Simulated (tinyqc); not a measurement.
# Changing the ripple wavelength over the critical one

Model: strain-driven roughening and islands of a mismatched epitaxial film. Computed by tinyqc, a small Python program. Command: `OMP_NUM_THREADS=1 python tinyqc.py 3017817 3017818 out.jsonl island sweep`. One thread of a shared host (Intel(R) Xeon(R) Processor @ 2.30GHz), about 0.01 s of CPU time with the checks.

Film and substrate share isotropic elastic constants; the film is coherent and biaxially strained.

Inputs (values chosen for the exercise, for a model film): misfit |f| = 0.0366; shear modulus G = 49.7 GPa; Poisson ratio nu = 0.27; surface energy gamma = 0.827 J/m^2; surface mobility D_s nu_s Omega^2/(k_B T) = 1.5e-34 m^6/(J s); initial ripple amplitude A0 = 0.2 nm.

Transport: surface diffusion.

Method. M = 2 G (1 + nu)/(1 - nu); stress = M f; energy density w = M f^2. A ripple A cos(k x) has the surface chemical potential per volume [gamma k^2 - 2 (1 + nu) w k] A cos(k x), so k_c = 2 (1 + nu) w/gamma. With surface diffusion the amplitude grows at the rate q = B k^2 [2 (1 + nu) w k - gamma k^2], fastest at k_m = (3/4) k_c. B is the surface mobility. Stress at the trough = stress x (1 + 2 k A).

One run for each value:
```
ripple wavelength over the critical one  q over the largest rate  k (1/nm)  stress concentration at A0
0.8                                                  -4.6296e+00   0.88934                      1.3557
1.0                                                   5.6431e-12   0.71147                      1.2846
1.3                                                   9.9592e-01   0.54729                      1.2189
1.7                                                   7.9465e-01   0.41851                      1.1674
2.2                                                   4.8570e-01   0.32340                      1.1294
2.9                                                   2.5471e-01   0.24534                      1.0981
3.7                                                   1.3659e-01   0.19229                      1.0769
4.8                                                   6.7873e-02   0.14822                      1.0593
6.2                                                   3.3367e-02   0.11475                      1.0459
8.0                                                   1.6204e-02   0.08893                      1.0356
```

Describe and explain the trends.

Over the rows, q over the largest rate goes from -4.63 through a maximum among these rows, 0.996 at 1.30, to 0.0162; k (1/nm) falls from 0.889 to 0.0889 (exponent d ln y / d ln x about -1.0 throughout); stress concentration at A0 falls from 1.36 to 1.04 (exponent d ln y / d ln x -0.24 between the first rows and -0.039 between the last). The rate is negative below the critical wavelength, where surface energy wins, and falls again at long wavelength, as k^3, since atoms must diffuse farther.

Extremes, crossings and ranges named in words are read from the listed rows.
